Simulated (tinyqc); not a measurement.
Schottky diode by the thermionic emission-diffusion theory: one step of the calculation.

Metal on an n-type semiconductor with one parabolic valley; V > 0 is forward bias (metal positive). The band bends as a parabola over the depletion layer, by Vd = Vbi - V; no image force. Carriers drift and diffuse up to the interface and leave it with the velocity vR.

Question. Current density. J = q Nc [vR vD/(vR + vD)] exp(-phi/Vt) [exp(V/Vt) - 1]. The quasi-Fermi level drops by Vt ln[(vR + vD)/(vD + vR exp(-V/Vt))] over the layer.

Values chosen for this exercise; band and dielectric values close to those of gallium arsenide:
- T = 350 K (temperature)
- phi = 0.36 eV (barrier height seen from the metal)
- V = 0.06 V (bias)

Constants: q = 1.602176634e-19 C, kB = 1.380649e-23 J/K, Vt = kB T/q. Results are converted to the units shown.

Nc = 5.3495878e17 cm^-3
vR = 1.1318751e7 cm/s
vD = 1.4770380e7 cm/s

Wanted: effective velocity; J; J over the pure emission value; drop of the quasi-Fermi level over the layer.

Answer.

effective velocity = 6.408e6 cm/s
J = 22.70 A/cm^2
J over the pure emission value = 0.5662
drop of the quasi-Fermi level over the layer = 14.15 meV

tinyqc, about 0.01 s, one thread, Intel Xeon 2.30GHz (shared host): `OMP_NUM_THREADS=1 python tinyqc.py 2640115 2640116 out.jsonl`
